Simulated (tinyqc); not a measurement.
Inside a calculation: deformation-potential model of the L valleys of a conduction band. Values are carried at full precision from step to step, so a last printed digit may differ when a step is redone from the rounded ones.

s11 = (C11 + C12)/((C11 - C12)(C11 + 2 C12)), s12 = -C12/((C11 - C12)(C11 + 2 C12)), s44 = 1/C44; exx = s11 sxx + s12 (syy + szz) and cyclic, exy = s44 sxy/2; tension is positive. A uniaxial stress X along the unit vector n is s_ij = X n_i n_j.

Constants: kB = 8.617333262e-05 eV/K; hbar^2/2m0 = 3.80998211 eV angstrom^2.

Inputs chosen for the exercise (near those of Ge; shifted at random, so the results belong to these values and not to a real crystal): C11 = 123.6 GPa; C12 = 46.3 GPa; C44 = 68.1 GPa; load = uniaxial [111] (kind of stress); X = 1.22 GPa (stress); Xd = -6.56 eV (dilation potential); Xu = 15.83 eV (uniaxial potential); T = 77 K (temperature); ml = 1.633 m0 (longitudinal mass); mt = 0.08 m0 (transverse mass).

## Strain from a uniaxial [111] stress

Form the compliances and the strain.

s11, s12, s44 (1/TPa): [10.1662, -2.7704, 14.6843]

strain tensor, rows x, y, z and columns alike:
```
[[0.001881, 0.002986, 0.002986],
 [0.002986, 0.001881, 0.002986],
 [0.002986, 0.002986, 0.001881]]
```

## Valley shifts

Valleys with axes along [111], [1-1-1], [-11-1] and [-1-11], one whole valley each. Herring-Vogt shift of a valley with unit axis a: dE = Xd tr(e) + Xu a.e.a. Non-degenerate shares n_i = exp(-dE_i/kT)/sum_j exp(-dE_j/kT). Inverse mass tensor of a valley: (1 - a a)/mt + a a/ml; the masses are taken as independent of strain.

Apply the Herring-Vogt formula to each valley.

Xd tr(e) = -37.02 meV

a.e.a: [111] 0.007853, [1-1-1] -0.000110, [-11-1] -0.000110, [-1-11] -0.000110

shifts dE (meV): [111] 87.29, [1-1-1] -38.75, [-11-1] -38.75, [-1-11] -38.75

The lowest valleys are [1-1-1], [-11-1] and [-1-11], 126.0 meV below the highest; the mean shift over all valleys is (Xd + Xu/3) tr(e) = -7.24 meV.

## Shares of the electrons

Boltzmann factors of the shifts.

kT = 6.635 meV

shares: [111] 0.0000, [1-1-1] 0.3333, [-11-1] 0.3333, [-1-11] 0.3333

effective number of valley axes, 1/(largest share) = 3.000

## Conductivity mass tensor

With one scattering time for all valleys the conductivity goes as M = sum_i n_i (inverse mass tensor of valley i); along the unit vector u, 1/m_c = u.M.u. Without stress 1/m_c = (1/ml + 2/mt)/3. Take u along [110].

M (1/m0), rows x, y, z and columns alike:
```
[[8.537, 1.321, 1.321],
 [1.321, 8.537, 1.321],
 [1.321, 1.321, 8.537]]
```

m_c along [110] = 0.1014 m0
m_c without stress = 0.1171 m0

The repopulation alone changes the mobility along [110] by +15.5 %; with all electrons in the valleys lightest or heaviest along this direction it would change by +46 or -46 %.

## Effective density of states

Each of the 4 whole valleys has m_d = (ml mt^2)^(1/3) and N = 2 (m_d kT/(4 pi c))^(3/2), c = hbar^2/2m0. Counted from the lowest edge, Nc = N x sum_i exp(-(dE_i - dE_min)/kT). 1 angstrom^-3 = 1e24 cm^-3.

m_d = 0.2186 m0
N of one valley = 3.336e+17 cm^-3
Nc under stress = 1.001e+18 cm^-3
Nc without stress = 1.334e+18 cm^-3

## Piezoresistance from repopulation

For small stress d(rho)/rho = pi X. For valleys on the <111> axes pi11 = pi12 = 0 and pi44 = -Xu s44/(3 kT) x (K - 1)/(2K + 1), K = ml/mt. For stress along [110]: pi_l = (pi11 + pi12 + pi44)/2 with the current along it and pi_t = (pi11 + pi12 - pi44)/2 with the current along [1-10]. 1/GPa = 100 x 1e-11/Pa.

K = 20.413

pi11, pi12, pi44 (1e-11/Pa): [0.0, 0.0, -542.0]

pi_l, pi_t for [110] (1e-11/Pa): [-271.0, 271.0]

Only the transfer between valleys is counted; changes of mass and of intervalley scattering add to it in a real crystal.

## Checks

- Conductivity mass at zero stress against 3/(1/ml + 2/mt): both 0.1171309.
- Piezoresistance coefficients by finite differences against the closed form: largest difference 2.2e-07.

Program tinyqc; command `OMP_NUM_THREADS=1 python tinyqc.py 1050307 1050308 out.jsonl`; about 0.04 s on one thread of a shared Intel(R) Xeon(R) Processor @ 2.30GHz.
